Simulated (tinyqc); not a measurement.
Inside a calculation. Method: CIS on RHF in the sto-3g basis, for H4, spin multiplicity 1. Computed by tinyqc, a small Python program that keeps every step (integrals from PySCF). Settings: charge = 0, multiplicity = 1, basis = sto-3g, method = RHF, energy threshold = 1e-10, iteration cap = 64, orthogonalisation = symmetric, start = core, DIIS depth = 6. Command: `OMP_NUM_THREADS=1 python tinyqc.py 21711 21712 out.jsonl` (the two numbers bound the seeds that draw the settings). One thread of a shared host (Intel(R) Xeon(R) Processor @ 2.60GHz), about 0.05 s of CPU time with the checks. The early iterations of the SCF are left out here.

## One-electron integrals

Geometry (angstrom):
```
atom         x         y         z
H     0.000000  0.000000  0.000000
H     0.000000  0.000000  0.801000
H     0.000000  0.000000  2.408000
H     0.000000  0.000000  3.209000
```

Basis sto-3g: exponents (1/bohr^2) and contraction coefficients of normalised primitives:
```
element  l (shell)  exponent  coefficient
H            s (1)  3.425251     0.154329
H            s (1)  0.623914     0.535328
H            s (1)  0.168855     0.444635
```

Overlap, kinetic and nuclear-attraction integrals over the contracted functions; the nuclear repulsion is the sum of Za Zb / Rab.

nuclear repulsion = 2.25500655 hartree

overlap S, order 1H 1s, 2H 1s, 3H 1s, 4H 1s:
```
[[1.000000, 0.620161, 0.058728, 0.011630],
 [0.620161, 1.000000, 0.219803, 0.058728],
 [0.058728, 0.219803, 1.000000, 0.620161],
 [0.011630, 0.058728, 0.620161, 1.000000]]
```

kinetic energy T (hartree), order 1H 1s, 2H 1s, 3H 1s, 4H 1s:
```
[[0.760032, 0.202199, -0.011134, -0.004961],
 [0.202199, 0.760032, 0.002019, -0.011134],
 [-0.011134, 0.002019, 0.760032, 0.202199],
 [-0.004961, -0.011134, 0.202199, 0.760032]]
```

nuclear attraction V (hartree), order 1H 1s, 2H 1s, 3H 1s, 4H 1s:
```
[[-2.227645, -1.373392, -0.110878, -0.021161],
 [-1.373392, -2.391202, -0.426035, -0.110878],
 [-0.110878, -0.426035, -2.391202, -1.373392],
 [-0.021161, -0.110878, -1.373392, -2.227645]]
```

core Hamiltonian H = T + V (hartree), order 1H 1s, 2H 1s, 3H 1s, 4H 1s:
```
[[-1.467613, -1.171193, -0.122012, -0.026122],
 [-1.171193, -1.631170, -0.424016, -0.122012],
 [-0.122012, -0.424016, -1.631170, -1.171193],
 [-0.026122, -0.122012, -1.171193, -1.467613]]
```

## Two-electron integrals

Functions are numbered as in S; the eight-fold symmetry (ij|kl) = (ji|kl) = (kl|ij) leaves the list below.

Two-electron integrals (ij|kl) in chemists' order, unique and non-zero (hartree):
```
(11|11) 0.774606   (21|11) 0.410407   (21|21) 0.258926   (22|11) 0.547296
(22|21) 0.410407   (22|22) 0.774606   (31|11) 0.024732   (31|21) 0.017604
(31|22) 0.032223   (31|31) 0.001680   (32|11) 0.073550   (32|21) 0.056881
(32|22) 0.114363   (32|31) 0.006464   (32|32) 0.026797   (33|11) 0.219606
(33|21) 0.164015   (33|22) 0.324763   (33|31) 0.024732   (33|32) 0.114363
(33|33) 0.774606   (41|11) 0.003929   (41|21) 0.002905   (41|22) 0.005549
(41|31) 0.000314   (41|32) 0.001269   (41|33) 0.005549   (41|41) 0.000062
(42|11) 0.016187   (42|21) 0.012373   (42|22) 0.024732   (42|31) 0.001515
(42|32) 0.006464   (42|33) 0.032223   (42|41) 0.000314   (42|42) 0.001680
(43|11) 0.117299   (43|21) 0.085343   (43|22) 0.164015   (43|31) 0.012373
(43|32) 0.056881   (43|33) 0.410407   (43|41) 0.002905   (43|42) 0.017604
(43|43) 0.258926   (44|11) 0.164900   (44|21) 0.117299   (44|22) 0.219606
(44|31) 0.016187   (44|32) 0.073550   (44|33) 0.547296   (44|41) 0.003929
(44|42) 0.024732   (44|43) 0.410407   (44|44) 0.774606
```

## Orthogonalisation

S = U s U^T; symmetric (Loewdin) form X = U s^(-1/2) U^T, so that X^T S X = 1.

eigenvalues of S: [0.313283, 0.428896, 1.455283, 1.802538]

X, order 1H 1s, 2H 1s, 3H 1s, 4H 1s:
```
[[1.207825, -0.428677, 0.042136, -0.012671],
 [-0.428677, 1.235846, -0.159221, 0.042136],
 [0.042136, -0.159221, 1.235846, -0.428677],
 [-0.012671, 0.042136, -0.428677, 1.207825]]
```

## Iteration 6 (converged): orbitals

converged F (hartree), order 1H 1s, 2H 1s, 3H 1s, 4H 1s:
```
[[-0.334682, -0.567863, -0.074060, -0.010521],
 [-0.567863, -0.350966, -0.171254, -0.074060],
 [-0.074060, -0.171254, -0.350966, -0.567863],
 [-0.010521, -0.074060, -0.567863, -0.334682]]
```

Diagonalise F' = X^T F X, C = X C', fill 2 alpha and 2 beta electrons from the bottom; D = 2 C_occ C_occ^T. Each column has its largest component positive (the first on a tie).

F' = X^T F X (hartree):
```
[[0.033394, -0.595513, 0.050421, -0.011400],
 [-0.595513, 0.052226, -0.174836, 0.050421],
 [0.050421, -0.174836, 0.052226, -0.595513],
 [-0.011400, 0.050421, -0.595513, 0.033394]]
```

orbital energies (hartree): [-0.600174, -0.516404, 0.499558, 0.788260]

coefficients C, order 1H 1s, 2H 1s, 3H 1s, 4H 1s:
```
[[0.351320, 0.433138, 0.815768, -0.817330],
 [0.392495, 0.395664, -0.707260, 0.963010],
 [0.392495, -0.395664, -0.707260, -0.963010],
 [0.351320, -0.433138, 0.815768, 0.817330]]
```

D after iteration 6, order 1H 1s, 2H 1s, 3H 1s, 4H 1s:
```
[[0.622068, 0.618537, -0.066972, -0.128365],
 [0.618537, 0.621205, -0.004997, -0.066972],
 [-0.066972, -0.004997, 0.621205, 0.618537],
 [-0.128365, -0.066972, 0.618537, 0.622068]]
```

## Convergence

Stop when the energy changes by less than 1e-10 hartree and every element of the error matrix X^T (F D S - S D F) X is below 3e-06.

Course of the cycle:
```
iteration  E (hartree)     change  largest element of the error matrix
1          -2.13204662          -                             3.05e-01
2          -2.21478248  -8.27e-02                             7.20e-03
3          -2.21485496  -7.25e-05                             9.95e-04
4          -2.21485601  -1.05e-06                             9.52e-06
5          -2.21485601  -8.14e-11                             3.66e-06
6          -2.21485601  -8.69e-12                             2.27e-06
```

PySCF RHF in the same basis = -2.21485601 hartree

Converged in 6 iterations.

## Integrals over molecular orbitals

(pq|rs) = sum C_ip C_jq C_kr C_ls (ij|kl), one index at a time.

one-electron integrals over orbitals h = C^T H C (hartree):
```
[[-1.715229, 0.000000, 0.099354, 0.000000],
 [0.000000, -1.638055, 0.000000, -0.095972],
 [0.099354, 0.000000, -1.059659, 0.000000],
 [0.000000, -0.095972, 0.000000, -0.861685]]
```

Two-electron integrals over orbitals (pq|rs), unique and non-zero (hartree):
```
(11|11) 0.445193    (21|21) 0.216990    (22|11) 0.443426    (22|22) 0.451790
(31|11) -0.033926   (31|22) -0.005053   (31|31) 0.101033    (32|21) 0.055323
(32|32) 0.093050    (33|11) 0.437483    (33|22) 0.439167    (33|31) -0.012445
(33|33) 0.455600    (41|21) 0.012968    (41|32) -0.078868   (41|41) 0.086457
(42|11) 0.044736    (42|22) 0.019469    (42|31) -0.099770   (42|33) 0.016892
(42|42) 0.104382    (43|21) -0.208794   (43|32) -0.056754   (43|41) -0.010444
(43|43) 0.221960    (44|11) 0.460977    (44|22) 0.459415    (44|31) -0.038207
(44|33) 0.470519    (44|42) 0.049227    (44|44) 0.501840
```

## CIS matrix, singlets

A(ia,jb) = (e_a - e_i) d_ij d_ab + 2 (ia|jb) - (ij|ab).

CIS matrix A, singlet (hartree), order 1>3, 1>4, 2>3, 2>4:
```
[[0.864316, 0.000000, 0.000000, 0.009254],
 [0.000000, 1.100372, 0.051058, 0.000000],
 [0.000000, 0.051058, 0.762895, 0.000000],
 [0.009254, 0.000000, 0.000000, 1.054012]]
```

## CIS singlet states

dipole integrals <i|r|a> (bohr), order 1>3, 1>4, 2>3, 2>4:
```
[[0.000000, 0.000000, 0.000000],
 [0.000000, 0.000000, 0.602578],
 [0.000000, 0.000000, -1.283332],
 [0.000000, 0.000000, 0.000000]]
```

Diagonalise A (1 hartree = 27.211386 eV); each vector has its largest component positive (the first on a tie). The transition dipole is mu = sqrt2 sum c_ia <i|r|a>.

singlet excitation energies (eV): [20.553825, 23.506987, 28.693390, 30.148250]

lowest vectors, order 1>3, 1>4, 2>3, 2>4:
```
[[0.000000, 0.998818, 0.048612, 0.000000],
 [-0.146387, 0.000000, 0.000000, 0.989227],
 [0.989227, 0.000000, 0.000000, 0.146387],
 [0.000000, -0.048612, 0.998818, 0.000000]]
```

oscillator strengths 2/3 w |mu|^2: [1.856518, 0.000000, 0.000000, 0.246176]

## CIS matrix, triplets

A(ia,jb) = (e_a - e_i) d_ij d_ab - (ij|ab).

CIS matrix A, triplet (hartree), order 1>3, 1>4, 2>3, 2>4:
```
[[0.662249, 0.000000, 0.000000, 0.208794],
 [0.000000, 0.927458, 0.208794, 0.000000],
 [0.000000, 0.208794, 0.576795, 0.000000],
 [0.208794, 0.000000, 0.000000, 0.845249]]
```

## CIS triplet states

Diagonalise A (1 hartree = 27.211386 eV); each vector has its largest component positive (the first on a tie).

triplet excitation energies (eV): [13.047324, 14.307373, 26.713749, 27.885484]

lowest vectors, order 1>3, 1>4, 2>3, 2>4:
```
[[0.000000, 0.837072, 0.547092, 0.000000],
 [-0.422450, 0.000000, 0.000000, 0.906386],
 [0.906386, 0.000000, 0.000000, 0.422450],
 [0.000000, -0.547092, 0.837072, 0.000000]]
```
